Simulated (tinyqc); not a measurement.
ESD clamp with bipolar snapback, compact model and design window: two steps of the calculation.

The drain junction multiplies the current that enters it: Igen = (M - 1)(Ic + I0), M = 1/(1 - (Vj/BV)^n). The generated holes leave through the substrate resistance and the base of the parasitic npn: Igen = Vb/Rb + Ic/be, Ic = Is exp(Vb/Vt). Terminal current I = Ic + I0 + Igen and voltage V = Vj + I Ro, per width. Isothermal, constant gain.

Values chosen for this exercise; values close to those of grounded-gate n-channel clamps:
- T = 300 K (temperature)
- BV = 6 V (junction breakdown voltage)
- n = 4.9 (exponent of the multiplication)
- be = 6.9 (current gain of the parasitic npn)
- Is = 1.3e-18 A/um (saturation current)
- I0 = 1.7e-11 A/um (junction leakage)
- Rb = 16000 ohm um (substrate resistance)
- Ro = 490 ohm um (drain ballast and contact resistance)
- It2 = 4.1 mA/um (failure current for 100 ns)

Constants: q = 1.602176634e-19 C, kB = 1.380649e-23 J/K, Vt = kB T/q. Results are converted to the units shown.

Task 1. The snapback curve. For given Vb: Ic, Igen, M = 1 + Igen/(Ic + I0), Vj = BV (1 - 1/M)^(1/n), I and V.

Vb, point 0 to 8 (V): [0.05, 0.3, 0.554, 0.614, 0.664, 0.761, 0.849, 0.869, 0.899]

Find: Ic; M; Vj; I; V.

Result 1.

```
point  Ic (uA/um)         M  Vj (V)  I (uA/um)   V (V)
0      8.9930e-12  1.8382e5  6.0000     3.1250  6.0015
1       1.4247e-7  1.0938e6  6.0000     18.750  6.0092
2       0.0026347     13059  5.9999     34.628  6.0169
3        0.026834    1430.3  5.9991     38.406  6.0180
4         0.18563    224.69  5.9945     41.713  6.0150
5          7.9101    7.1578  5.8185     56.619  5.8463
6          237.97    1.3679  4.5894     325.52  4.7490
7          515.82    1.2502  4.3208     644.89  4.6368
8          1646.2    1.1791  4.0842     1941.0  5.0352
```

V peaks at Vt1 = 6.018 V and falls to Vh = 4.637 V: once the npn supplies current, a small M feeds the base. At high current M tends to 1 + 1/be and Vj to BV (1 + be)^(-1/n) = 3.935 V.

Task 2. Base voltage at the failure current. I(Vb) = Ic (1 + 1/be) + I0 + Vb/Rb, I' = Ic (1 + 1/be)/Vt + 1/Rb; Newton steps on ln I: Vb(new) = Vb - ln(I/It2) I/I'. V follows from the introduction.

Vb at the start = 0.81 V

Wanted: I; V; I'; Vb after iteration 1.

Result 2.

I = 0.11090 mA/um
V = 5.3156 V
I' = 2.3940 mS/um
Vb after iteration 1 = 0.97724 V

Computed by the program tinyqc: `OMP_NUM_THREADS=1 python tinyqc.py 2670047 2670048 out.jsonl`, one thread of a shared Intel Xeon 2.30GHz, about 0.01 s for the whole run.
